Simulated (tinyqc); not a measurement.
Inside a calculation: temperature and isotope dependence of a band gap in oscillator models. Values are carried at full precision from step to step, so a last printed digit may differ when a step is redone from the rounded ones.

E(T) = E0 - sum_i sl_i th_i n_i(T), n = 1/(exp(th/T) - 1). The same coupling lowers the gap at 0 K by the zero-point term ZP = sum_i sl_i th_i/2, so the gap of the static lattice is E0 + ZP. Thermal expansion is taken as part of the slopes.

Parameters, chosen for this exercise (near those of diamond; shifted at random, so the results belong to these values and not to a real crystal):
- E0 = 5.451 eV (gap at 0 K)
- th = (466, 1523) K (temperatures of two oscillators)
- sl = (0.1265, 0.4235) meV/K (their high-temperature slopes)
- T = 600 K (temperature)
- M = 12 u (mean atomic mass)
- dM = 1.06 u (change of the mean mass (not bounded by the natural isotopes))
- T12 = (1210, 2310) K (temperatures of the fits)

## The gap at T

Give the occupations, the two terms, the gap, ZP and the static gap.

n_i: 0.85163  0.08577

terms (meV): 50.203  55.323

E(T) = 5.3455 eV
ZP = 351.97 meV
static gap = 5.8030 eV

The thermal fall, 105.5 meV, is smaller than the zero-point term, 352.0 meV; the soft oscillator supplies 48 % of the fall but 8 % of ZP. A calculation with clamped ions should be compared with the static gap.

## Slope and asymptote

dE/dT = -sum sl_i (th_i/T)^2 n_i (1 + n_i). At high T, n -> T/th - 1/2, so E -> E0 + ZP - (sum sl_i) T. Give the slope, its ratio to the limit, and the value at 0 K of the tangent drawn at T.

dE/dT = -0.3745 meV/K
ratio to the limiting slope = 0.6808
intercept of the tangent = 5.5701 eV
intercept - E0 = 119.14 meV

The tangent recovers 34 % of ZP: the extrapolation works only from T well above the higher oscillator (1523 K).

## Isotope effect

With M -> M + dM the oscillator temperatures scale as M^(-1/2) and the slopes stay. Give th, ZP, E0 (static gap fixed) and E(T) for the new mass, and the linear rule dE0 = ZP dM/(2 M).

th (K): 446.69  1459.89

ZP = 337.384 meV
shift of E0 = 14.586 meV
linear rule = 15.545 meV
shift of E(T) = 9.513 meV

The heavier crystal has the wider gap. At 600 K 65 % of the shift at 0 K is left; it fades at high T, where the motion is classical and the mean-square amplitude no longer depends on mass.

## Two common fits

Two-parameter forms are made to pass through the falls at the two temperatures T12: Varshni aV T^2/(T + bV), from the line T^2/fall = (T + bV)/aV; one oscillator s1 t1/(exp(t1/T) - 1), with t1 from the ratio of the falls.

Give the falls and the parameters.

falls (meV): 381.3489  954.7037

aV = 0.6286 meV/K
bV = 1203 K
t1 = 1222.4 K
s1 = 0.5448 meV/K
ZP of the one-oscillator fit = 333.0 meV

The limiting slope of the model is 0.5500 meV/K; Varshni puts it +14 % off and one oscillator -1 %. The ZP of the fit differs from the true one by -19.0 meV.

## Checks

- Slope by finite differences against the formula (meV/K): both 0.37445.
- Fall at 20 times the higher oscillator temperature against the asymptote (meV): 16404 against 16401.

Run: tinyqc, `OMP_NUM_THREADS=1 python tinyqc.py 1880029 1880030 out.jsonl`; Intel(R) Xeon(R) Processor @ 2.30GHz, one thread, shared host; about 0.01 s of CPU time with all checks.
